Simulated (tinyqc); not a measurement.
Strained alloy layer of InAs and AlAs on (001) InP, model-solid band line-up: one step of the calculation.

The layer is x parts of the first compound and 1 - x of the second, grown coherently on the third as substrate and barrier. Rows of the table: lattice constant a, average valence level Ea on an absolute scale, spin-orbit splitting so, gaps at Gamma, X and L, hydrostatic deformation potentials av and ac (Gamma), shear potential b, elastic constants, electron and heavy-hole (along z) masses. All are interpolated linearly in x; gaps get -C x (1 - x), taken wholly in the conduction band; real line-ups can differ from this model by 0.1 eV or more.

Problem. Band edges and offsets. In-plane strain e = (a_substrate - a)/a, e_z = -2 (c12/c11) e, volume change 2 e + e_z. With v = 2 e + e_z and d = 2 b (e_z - e): Eav = Ea + av v; E_hh = Eav + so/3 - d/2; E_lh = Eav - so/6 + d/4 + sqrt(so^2 + so d + 9 d^2/4)/2; E_c = Ea + so/3 + EG + ac v (Gamma). Substrate: E_v = Ea + so/3, E_c = E_v + EG. Well depths: dEc = E_c(substrate) - E_c, dEhh = E_hh - E_v(substrate), dElh likewise; strained Gamma gap E_c - max(E_hh, E_lh); positive values confine carriers in the layer.

Inputs (values chosen for the exercise):
- x = 0.42 (fraction of the first compound in the layer)
- CG = 0.7 eV (bowing of the Gamma gap)
- CX = 0 eV (bowing of the X gap)
- CL = 0 eV (bowing of the L gap)

Binary compounds, values chosen for the exercise:
```
              close to InAs  close to AlAs  close to InP
a (angstrom)          6.058          5.661         5.869
Ea (eV)               -6.67          -7.49         -7.04
so (eV)                0.38          0.281         0.109
EG (eV)               0.351           2.98          1.33
EX (eV)                1.38           2.19          2.21
EL (eV)                1.07           2.34          1.92
av (eV)               0.993           2.45          1.27
ac (eV)               -5.12          -5.65         -5.02
b (eV)                -1.82          -1.48          -1.7
c11 (GPa)              83.1            123           101
c12 (GPa)              44.8             54          56.6
me (m0)              0.0229          0.151        0.0792
mh (m0)               0.334          0.475         0.527
```

Give: d; E_hh; E_lh; E_c; strained Gamma gap; dEc; dEhh; dElh.

Solution.

d = 0.044666 eV
E_hh = -7.0467 eV
E_lh = -6.9991 eV
E_c = -5.3734 eV
strained Gamma gap = 1.6258 eV
dEc = -0.30031 eV
dEhh = -0.042995 eV
dElh = 0.0045392 eV

The light-hole band lies on top, by 47.5 meV. At Gamma the line-up is type II, holes in the layer and electrons outside.

tinyqc, about 0.01 s, one thread, Intel Xeon 2.30GHz (shared host): `OMP_NUM_THREADS=1 python tinyqc.py 2690146 2690147 out.jsonl`
